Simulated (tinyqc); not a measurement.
Transfer length from front and end resistance.

Problem. A contact of length d and width W has Rc = (Rsh Lt/W) coth(d/Lt) and Re = (Rsh Lt/W)/sinh(d/Lt), with Rsh the sheet resistance under the metal and Lt = sqrt(rc/Rsh). Find Lt, Rsh and rc.

Values chosen for this exercise: contact length d = 0.067 um; contact width W = 9.4 um.

Rc = 20.064509 ohm
Re = 18.552278 ohm

Answer. Rc/Re = cosh(d/Lt) gives Lt, and Re then gives Rsh.

Lt = 0.167 um
Rsh = 430 ohm/sq
rc = 1.20e-7 ohm cm^2

Program tinyqc, `OMP_NUM_THREADS=1 python tinyqc.py 2760172 2760173 out.jsonl`; Intel Xeon 2.30GHz, shared host, one thread, about 0.01 s.
